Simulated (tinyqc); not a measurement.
Hall effect and magnetoresistance of several carrier groups with constant relaxation times: one step, computed by the program tinyqc. Command: `OMP_NUM_THREADS=1 python tinyqc.py 3010372 3010373 out.jsonl hall2 walk`. One thread of a shared host (Intel(R) Xeon(R) Processor @ 2.30GHz), about 0.01 s of CPU time with the checks.

Group 1 has charge -e and group 2 charge -e; s_i is that sign. B lies along z; mu B is formed with mu in m^2/(V s).

Task: Limits of weak and strong field. Weak field: R_H(0) = sum s_i n_i mu_i^2/(e (sum n_i mu_i)^2); MR = c B^2 with c = n1 n2 mu1 mu2 (s1 mu1 - s2 mu2)^2/(n1 mu1 + n2 mu2)^2. Strong field: R_H = 1/(e sum s_i n_i); rho_xx saturates at (n1/mu1 + n2/mu2)/(e (sum s_i n_i)^2).

Inputs (values chosen for the exercise, for a model conductor): density n1 = 2e+13 1/cm^2; mobility mu1 = 25000 cm^2/(V s); density n2 = 1.6e+13 1/cm^2; mobility mu2 = 710 cm^2/(V s).

Carriers: two electron groups. Densities: per area (a thin layer).

Constants: e = 1.602176634e-19 C.

Give: R_H at weak field; coefficient c; R_H at strong field; saturation MR.

Result:

R_H at weak field = -2.9856e+05 cm^2/C

coefficient c = 0.12816 1/T^2

R_H at strong field = -1.7338e+05 cm^2/C

saturation MR = 820.73 %

R_H keeps its sign, and its size changes by a factor 0.581 from weak to strong field.
